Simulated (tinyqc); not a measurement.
How far the cone holds: pi bands of a honeycomb layer in tight binding.

Lattice vectors a (1,0) and a (1/2, sqrt3/2); f = exp(i ky a/sqrt3) + 2 cos(kx a/2) exp(-i ky a/(2 sqrt3)), w = |f|. H = [[D - t2 F, -t f], [., -D - t2 F]] with F = w^2 - 3, S = [[1, s0 f], [., 1]]; the levels solve det(H - E S) = 0. K = (4 pi/3a, 0), M = (pi/a, pi/(sqrt3 a)); w = 3, 1, 0 at Gamma, M, K.

Inputs chosen for the exercise (of the size used for graphene; shifted at random, so the results belong to these values and not to a real crystal):
```
symbol  value  unit      meaning
a       2.46   angstrom  lattice constant
t       2.72   eV        nearest hopping
t2      0.08   eV        second-neighbour hopping
s0      0.112            overlap of neighbours
D       0      eV        +D on A, -D on B
```

Upper and lower levels at distance q from K towards Gamma (-x) and towards M (+x), measured from 3 t2; cone: sqrt(D^2 + (hbar v q)^2), hbar v = (sqrt3/2) a (t + 3 t2 s0).

Levels (eV):
```
q (1/angstrom)    cone  upper, to Gamma  lower, to Gamma  upper, to M  lower, to M
0.02            0.1170           0.1183          -0.1174       0.1166      -0.1158
0.10            0.5852           0.6158          -0.5937       0.5728      -0.5536
0.15            0.8778           0.9460          -0.8949       0.8475      -0.8063
0.20            1.1704           1.2903          -1.1971       1.1125      -1.0425
0.30            1.7556           2.0191          -1.7997       1.6066      -1.4646
0.40            2.3408           2.7965          -2.3925       2.0426      -1.8184
0.60            3.5112           4.4663          -3.5168       2.6939      -2.3170
```

Give the missing row, q (1/angstrom) = 0.05.

Computed row:
```
q (1/angstrom)    cone  upper, to Gamma  lower, to Gamma  upper, to M  lower, to M
0.05            0.2926           0.3003          -0.2950       0.2897      -0.2848
```

At q = 0.2 the upper band lies +120 meV from the cone towards Gamma and -58 meV towards M; half their difference, 89 meV, is the trigonal warping, steeper towards Gamma, and their mean, +31 meV, comes from the bending of the band and from t2 or the overlap. All four values stay within 5 % of the cone up to q = 0.05. The electron-hole asymmetry, upper plus lower towards Gamma, is +93 meV at q = 0.2.

Run: tinyqc, `OMP_NUM_THREADS=1 python tinyqc.py 1451669 1451670 out.jsonl`; Intel(R) Xeon(R) Processor @ 2.30GHz, one thread, shared host; about 0.01 s of CPU time with all checks.
